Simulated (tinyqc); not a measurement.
# Well width for a wanted wavelength

Inverse problem. The layer is x parts of the first compound and 1 - x of the second, grown coherently on the third as substrate and barrier. Rows of the table: lattice constant a, average valence level Ea on an absolute scale, spin-orbit splitting so, gaps at Gamma, X and L, hydrostatic deformation potentials av and ac (Gamma), shear potential b, elastic constants, electron and heavy-hole (along z) masses. All are interpolated linearly in x; gaps get -C x (1 - x), taken wholly in the conduction band; real line-ups can differ from this model by 0.1 eV or more. In-plane strain e = (a_substrate - a)/a, e_z = -2 (c12/c11) e, volume change 2 e + e_z. With v = 2 e + e_z and d = 2 b (e_z - e): Eav = Ea + av v; E_hh = Eav + so/3 - d/2; E_lh = Eav - so/6 + d/4 + sqrt(so^2 + so d + 9 d^2/4)/2; E_c = Ea + so/3 + EG + ac v (Gamma). Substrate: E_v = Ea + so/3, E_c = E_v + EG. Well depths: dEc = E_c(substrate) - E_c, dEhh = E_hh - E_v(substrate), dElh likewise; strained Gamma gap E_c - max(E_hh, E_lh); positive values confine carriers in the layer. Lowest level of a finite well of width Lw and depth V: kw Lw/2 = arctan(sqrt((mw/mb)(V - E)/E)), kw = sqrt(mw E/C), C = hbar^2/(2 m0), for electrons (dEc) and heavy holes (dEhh), mb from the substrate; transition E_c - E_hh + both levels, without exciton binding; wavelength h c/E. Find Lw and the two levels.

Parameters, values chosen for the exercise:
```
symbol,value,unit,meaning
x,0.42,,fraction of the first compound in the layer
CG,1.43,eV,bowing of the Gamma gap
CX,1.2,eV,bowing of the X gap
CL,1.2,eV,bowing of the L gap
```

Constants: q = 1.602176634e-19 C, hbar = 1.054571817e-34 J s, h = 6.62607015e-34 J s, m0 = 9.1093837015e-31 kg, c = 299792458 m/s, hbar^2/(2 m0) = 0.0380998212 eV nm^2. Results are converted to the units shown.

Binary compounds, values chosen for the exercise:
```
              close to GaSb  close to GaAs  close to InP
a (angstrom)          6.096          5.653         5.869
Ea (eV)               -6.25          -6.92         -7.04
so (eV)               0.769          0.339         0.109
EG (eV)               0.736           1.43          1.32
EX (eV)                1.03           1.93          2.19
EL (eV)                0.82           1.71          1.92
av (eV)               0.791           1.15          1.27
ac (eV)               -6.92          -7.16         -5.03
b (eV)                -1.98          -1.69          -1.7
c11 (GPa)              89.3            117           102
c12 (GPa)              40.2           53.9          55.5
me (m0)              0.0392         0.0674        0.0808
mh (m0)               0.247          0.352         0.528
```

wavelength = 1540.8560 nm

Solution. Both levels fall steadily as the well widens, so the wavelength rises steadily and one width matches.

Lw = 6.300 nm
electron level = 20.24 meV
heavy-hole level = 21.33 meV

Program tinyqc, `OMP_NUM_THREADS=1 python tinyqc.py 2690070 2690071 out.jsonl`; Intel Xeon 2.30GHz, shared host, one thread, about 0.01 s.
